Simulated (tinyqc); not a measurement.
# Threshold-voltage variability of a planar MOSFET, analytic estimates: effect of the channel doping

Three independent sources add in quadrature: random dopants in the depleted layer, metal-gate grains of two orientations, and roughness of the two gate edges acting through the roll-off VT = VT(long) - Vr exp(-L/l). These are first-order estimates: no three-dimensional electrostatics, no percolation.

ni = sqrt(Nc Nv) exp(-Eg/(2 Vt)), Eg in volts; Cox = 3.9 eps0/ti; Wd = sqrt(4 eps0 eps_r Vt ln(Na/ni)/(q Na)); dopants: s1 = (q/Cox) sqrt(Na Wd/(3 L W)). Grains: Ng = L W/G^2 (at least 1), s2 = dW sqrt(p (1 - p)/Ng). Edges, with exponential correlation and u = W/La: the mean gate length has sL^2 = 2 De^2 (2/u)[1 - (1 - exp(-u))/u]; s3 = sL (Vr/l) exp(-L/l). s = sqrt(s1^2 + s2^2 + s3^2). l and Vr are held fixed.

Inputs (values chosen for the exercise); material values close to those of silicon:
```
symbol,value,unit,meaning
T,273,K,temperature
Eg,1.12,eV,band gap
eps_r,11.8,,relative permittivity of the semiconductor
Nc,2.44e19,cm^-3,conduction-band density of states at T
Nv,2.3e19,cm^-3,valence-band density of states at T
ti,2.1,nm,oxide-equivalent thickness in inversion
L,32,nm,gate length
W,90,nm,gate width
G,15,nm,metal grain size
dW,0.1,eV,work-function difference of the two grain orientations
p,0.6,,share of the orientation of higher work function
De,1.1,nm,rms roughness of one gate edge
La,15,nm,correlation length of the roughness
l,5.5,nm,decay length of the threshold roll-off
Vr,2.8,V,prefactor of the roll-off
```

Constants: q = 1.602176634e-19 C, kB = 1.380649e-23 J/K, Vt = kB T/q, eps0 = 8.8541878128e-14 F/cm where lengths are in cm. Results are converted to the units shown.

The same in every row: s2 (mV) = 13.69; s3 (mV) = 1.241.

Effect of the channel doping:
```
Na (cm^-3)  s1 (mV)  s (mV)  s sqrt(L W) (mV um)
1.5e17        12.01   18.26               0.9798
2.6e17        13.88   19.54                1.049
4.7e17        16.22   21.26                1.141
8.2e17        18.77   23.27                1.249
1.5e18        21.99   25.94                1.392
2.6e18        25.40   28.88                1.550
4.5e18        29.31   32.38                1.738
8e18          34.06   36.73                1.971
```

What does the table show?

As Na goes from 1.5e17 to 8e18 cm^-3, s rises from 18.3 to 36.7 mV. The largest source is the grains in the first row and the dopants in the last. s1 goes on average as Na^(0.26), near the 1/4 expected from Na Wd. For Na = 1.5e17 to 8.2e17 cm^-3 the depletion depth exceeds L, so source and drain share much of the charge and s1 is rough.

Computed by the program tinyqc: `OMP_NUM_THREADS=1 python tinyqc.py 2090163 2090164 out.jsonl`, one thread of a shared Intel Xeon 2.30GHz, about 0.01 s for the whole run.
